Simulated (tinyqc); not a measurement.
# Density and mobility of a removed layer (differential Hall)

Problem. For layers in parallel the sheet conductance g = 1/Rs and the product g mu_H (mu_H signed, unit Hall factors) are additive. Find the sheet density and mobility of the layer that was removed, and its share of the conductance.

Constants: q = 1.602176634e-19 C. Results are converted to the units shown.

Rs before and after removing the top layer (ohm/square): 74.259477  1541.1134
apparent mobility before and after, signed (cm^2/(V s)): 119.86913  1500

Solution. The differences give g1 = q n mu and g1 mu = q n mu^2; their ratio is mu and g1^2/(q g1 mu) is n.

sheet density = 1.60e15 cm^-2
mobility = 50.0 cm^2/(V s)
share of the conductance = 95.2 %

Program tinyqc, `OMP_NUM_THREADS=1 python tinyqc.py 2850219 2850220 out.jsonl`; Intel Xeon 2.30GHz, shared host, one thread, about 0.01 s.
